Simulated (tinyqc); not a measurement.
Width of the well: finite square well with mass mismatch (envelope functions).

A square well of width L and depth V0, mass mw inside and mb outside, energies from the bottom of the well, c = hbar^2/2m0. k = sqrt(mw E/c), kappa = sqrt(mb (V0 - E)/c). psi and psi'/m are continuous at the walls (BenDaniel-Duke), so level n solves k L + 2 atan[(k/mw)/(kappa/mb)] = n pi.

Constants: hbar^2/2m0 = 3.80998211 eV angstrom^2.

Inputs chosen for the exercise (near those of the heavy valleys of a Si film in SiO2; not measured data): V0 = 3.08 eV (barrier height); mw = 0.928 m0 (mass in the well); mb = 0.485 m0 (mass in the barrier); Ls = (8, 10, 12, 16, 20, 24, 31) angstrom (widths).

Levels against L, beside the infinite well E1(hard) = c (pi/L)^2/mw; Pb is the probability of level 1 in the barriers; a dash marks an unbound level.

Levels:
```
L (angstrom),bound levels,E1 (eV),E2 (eV),E1(hard) (eV),Pb
8,3,0.4262,1.5999,0.6331,0.027
10,3,0.2948,1.1406,0.4052,0.015
12,4,0.2156,0.8457,0.2814,0.009
16,5,0.1294,0.5134,0.1583,0.004
20,6,0.0862,0.3431,0.1013,0.002
24,7,0.0614,0.2451,0.0703,0.001
31,9,0.0380,0.1516,0.0422,0.001
```

The infinite well overestimates E1 by a factor 1.49 at 8 angstrom and 1.11 at 31 angstrom. The local exponent d ln E1/d ln L goes from -1.65 (first two rows) to -1.88 (last two), towards the -2 of hard walls, as Pb falls from 0.027 to 0.001. E2 - E1 is largest at 8 angstrom of the widths listed. Non-parabolicity, which grows with the level, already counts at a few tenths of an eV, and levels above about 0.5 eV lie beyond a parabolic band.

Run: tinyqc, `OMP_NUM_THREADS=1 python tinyqc.py 1252082 1252083 out.jsonl`; Intel(R) Xeon(R) Processor @ 2.30GHz, one thread, shared host; about 0.01 s of CPU time with all checks.
